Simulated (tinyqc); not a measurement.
Ellipsometry and reflectance of a transparent film on an absorbing substrate: psi and Delta against the film thickness.

Air (index 1), film, substrate with N2 = n2 - i k2; time factor exp(+i w t). q_j = sqrt(N_j^2 - sin^2 th), root with positive real part. Fresnel coefficients r_s = (q_a - q_b)/(q_a + q_b), r_p = (N_b^2 q_a - N_a^2 q_b)/(N_b^2 q_a + N_a^2 q_b). tan(Psi) exp(i Delta) = R_p/R_s, Delta taken from 0 to 360 degrees.

beta = 2 pi d q1/lam, X = exp(-2 i beta), R = (r01 + r12 X)/(1 + r01 r12 X) for p and s. The last column is the derivative of Delta.

Values chosen for this exercise; indices close to those of silicon dioxide on silicon: wavelength lam = 800 nm; angle of incidence th = 75 degrees; index of the transparent film n1 = 1.452; index of the substrate n2 = 3.692; extinction coefficient of the substrate k2 = 0.0065.

Psi and Delta against the film thickness:

| d (nm) | Psi (degrees) | Delta (degrees) | \|R_p\|^2 | \|R_s\|^2 | dDelta/dd (degrees/nm) |
|---|---|---|---|---|---|
| 0 | 0.3359 | 9.276 | 2.569e-5 | 0.7475 | 69.46 |
| 41 | 16.05 | 73.53 | 0.05989 | 0.7233 | -0.3096 |
| 82 | 28.23 | 62.95 | 0.1831 | 0.6352 | -0.1885 |
| 123 | 39.40 | 58.96 | 0.2889 | 0.4283 | -0.003263 |
| 164 | 62.51 | 56.92 | 0.3442 | 0.09323 | -0.4989 |
| 206 | 61.44 | 302.5 | 0.3433 | 0.1017 | -0.4168 |
| 247 | 39.00 | 301.0 | 0.2863 | 0.4366 | -0.008397 |
| 288 | 27.90 | 296.8 | 0.1792 | 0.6390 | -0.1935 |
| 329 | 15.60 | 286.0 | 0.05652 | 0.7248 | -0.3110 |
| 370 | 0.5860 | 55.09 | 7.819e-5 | 0.7475 | 22.55 |

Psi goes from 0.336 through a maximum of 62.5 (at d = 164 nm among the rows listed) to 0.586 degrees. The period is 369.0 nm, after which Psi and Delta return to the values of the bare substrate, so one angle and wavelength fix d only up to a multiple of it. The size of the slope of Delta runs from 0.00326 to 69.5 degrees/nm among the rows; Delta is counted modulo 360 degrees, and sharper features can lie between the rows.

tinyqc, about 0.01 s, one thread, Intel Xeon 2.30GHz (shared host): `OMP_NUM_THREADS=1 python tinyqc.py 2870228 2870229 out.jsonl`
